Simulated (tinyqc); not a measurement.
## Long-channel MOSFET, surface-potential model: potential, charge and velocity along the channel

n-channel transistor on a uniformly doped p-type body, gradual-channel approximation, constant mobility, Boltzmann statistics, full ionisation. Potentials are counted from the neutral body; V is the electron quasi-Fermi potential, Vsb at the source and Vsb + Vds at the drain. Charges are magnitudes per area.

ni = sqrt(Nc Nv) exp(-Eg/(2 Vt)), Eg in volts; phiF = Vt ln(Na/ni); Cox = eps0 eox/tox; gamma = sqrt(2 q eps0 eps_r Na)/Cox. The surface potential psi at channel potential V solves Vgs + Vsb - Vfb - psi = gamma sqrt(G), G = psi - Vt + Vt exp((psi - 2 phiF - V)/Vt). Charge sheet: Qi = Cox gamma [sqrt(G) - sqrt(psi - Vt)]; I = mu (W/L) [integral of Qi dpsi from psi_0 to psi_L (drift) + Vt (Qi0 - QiL) (diffusion)], with psi_0 at V = Vsb and psi_L at V = Vsb + Vds. The current is the same at every point, so the place y where the channel potential is Vsb + v follows from y/L = I(Vds = v)/I(Vds); the mean carrier velocity is I/(W Qi).

Inputs (values chosen for the exercise); material values close to those of gallium nitride: temperature T = 325 K; band gap Eg = 3.47 eV; relative permittivity of the semiconductor eps_r = 9.56; conduction-band density of states at T Nc = 2.64e18 cm^-3; valence-band density of states at T Nv = 5.22e19 cm^-3; acceptor density of the body Na = 1.2e18 cm^-3; relative permittivity of the gate insulator eox = 3.99; insulator thickness tox = 4.4 nm; flat-band voltage Vfb = -1.67 V; channel mobility mu = 120 cm^2/(V s); gate width W = 1 um; gate length L = 0.5 um; source-body reverse bias Vsb = 0 V; gate-source voltage Vgs = 3.22 V; drain-source voltage Vds = 2 V.

Constants: q = 1.602176634e-19 C, kB = 1.380649e-23 J/K, Vt = kB T/q, eps0 = 8.8541878128e-14 F/cm where lengths are in cm. Results are converted to the units shown.

Along the channel:
```
v (V)  psi (V)  Qi (nC/cm^2)     y/L  velocity (cm/s)
0.026    3.456         95.01  0.2683          2.548e5
0.052    3.476         76.20  0.4874          3.177e5
0.078    3.494         58.54  0.6597          4.135e5
0.104    3.511         42.44  0.7888          5.705e5
0.13     3.526         28.43  0.8791          8.516e5
0.156    3.537         17.17  0.9370          1.410e6
0.182    3.546         9.175  0.9702          2.639e6
0.208    3.551         4.349  0.9869          5.566e6
```

What does the table show?

Half of the listed voltage range, v = 0.104 V, is reached at y/L = 0.789. The charge falls from 95.0 to 4.35 nC/cm^2 over the rows, so the velocity rises by a factor of 21.8 to keep the current constant.

Computed by the program tinyqc: `OMP_NUM_THREADS=1 python tinyqc.py 2360097 2360098 out.jsonl`, one thread of a shared Intel Xeon 2.30GHz, about 0.04 s for the whole run.
